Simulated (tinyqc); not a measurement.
Length of a molecular wire: coherent transport through a tight-binding bridge. Computed by the program tinyqc. T = Gamma_L Gamma_R |G_1n|^2 with the self-energies of semi-infinite chains.

A uniform bridge between two chains:
```
parameter                       value
site energy (eV)             1.370000
hopping in the bridge (eV)   1.040000
lead hopping (eV)            2.900000
couplings (eV)              0.91, 0.5
E (eV)                      -0.180000
```

Transmission against length:
```
sites           T    ln T
2      5.4164e-02  -2.916
3      3.3902e-01  -1.082
4      1.5340e-01  -1.875
5      4.3818e-02  -3.128
6      4.3746e-02  -3.129
7      1.5233e-01  -1.882
8      3.4220e-01  -1.072
10     3.9246e-02  -3.238
```

Estimate the missing row, sites = 9.

Computed row:
```
sites           T    ln T
9      5.4316e-02  -2.913
```

E lies inside the band of the bridge (|E - e|/2h = 0.745 < 1): T does not decay but oscillates with length, between 0.039 and 0.342 here, as levels of the bridge pass E.
